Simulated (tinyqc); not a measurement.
Pillar capacitor in an array: capacitance, non-linearity, leakage and relaxation: one step of the calculation.

A film between two metal electrodes, each interface adding a series capacitance ci. The small-signal permittivity is ek (1 + aq E^2); the field is found with the linear permittivity. Leakage J = J0 sinh(E/Ef). After a voltage step the film passes a relaxation current kr C V tt^(-nr), tt being the time in seconds. The sidewall is a coaxial capacitor with radii a = dm/2 and b = dm/2 + t, depth AR dm; the end face is left out.

Question. Planar capacitance, field and non-linearity. Planar film: Cf = eps0 ek/t, 1/C = 1/Cf + 2/ci, EOT = 3.9 eps0/C, effective permittivity C t/eps0, E = (V/t) C/Cf; quadratic coefficient [C(V)/C - 1]/V^2 with Cf (1 + aq E^2) in C(V).

Parameters, values chosen for the exercise; permittivity of the order of that of titanium dioxide:
```
symbol,value,unit,meaning
ek,79.4,,relative permittivity of the film
t,6.4,nm,film thickness
ci,1000,uF/cm^2,capacitance of each electrode interface (dead layer and screening)
aq,0.013,cm^2/MV^2,quadratic field coefficient of the permittivity
V,1.9,V,bias
J0,2.2e-10,A/cm^2,leakage prefactor
Ef,0.38,MV/cm,field for an e-fold rise of the leakage
```

Constants: eps0 = 8.8541878128e-14 F/cm where lengths are in cm. Results are converted to the units shown.

Give: Cf; C; EOT; effective permittivity; E; quadratic coefficient; J.

Answer.

Cf = 10.98 uF/cm^2
C = 10.75 uF/cm^2
EOT = 0.3213 nm
effective permittivity = 77.69
E = 2.905 MV/cm
quadratic coefficient = 2.967e4 ppm/V^2
J = 2.298e-7 A/cm^2

The interfaces take 2.15 % of the voltage.

Computed by the program tinyqc: `OMP_NUM_THREADS=1 python tinyqc.py 2102070 2102071 out.jsonl`, one thread of a shared Intel Xeon 2.30GHz, about 0.01 s for the whole run.
